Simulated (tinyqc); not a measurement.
## Barrier and mass from two temperatures

Question. The saturation current of a Schottky diode is J0 = A* T^2 exp(-q phi/(kB T)) with a fixed barrier and A* = 4 pi q me m0 kB^2/h^3 (times 1e-4 for A/(cm^2 K^2)). Find phi, A* and me.

Constants: q = 1.602176634e-19 C, kB = 1.380649e-23 J/K, h = 6.62607015e-34 J s, m0 = 9.1093837015e-31 kg. Results are converted to the units shown.

J0 at 280 and 400 K (A/cm^2): [2.7817516, 343.59263]

Answer. The slope of ln(J0/T^2) against q/(kB T) is -phi and the intercept is ln A*.

phi = 0.3300 eV
A* = 30.88 A/(cm^2 K^2)
me = 0.2570 m0

Numbers from tinyqc (`OMP_NUM_THREADS=1 python tinyqc.py 2640025 2640026 out.jsonl`; about 0.01 s on one thread of a shared Intel Xeon 2.30GHz).
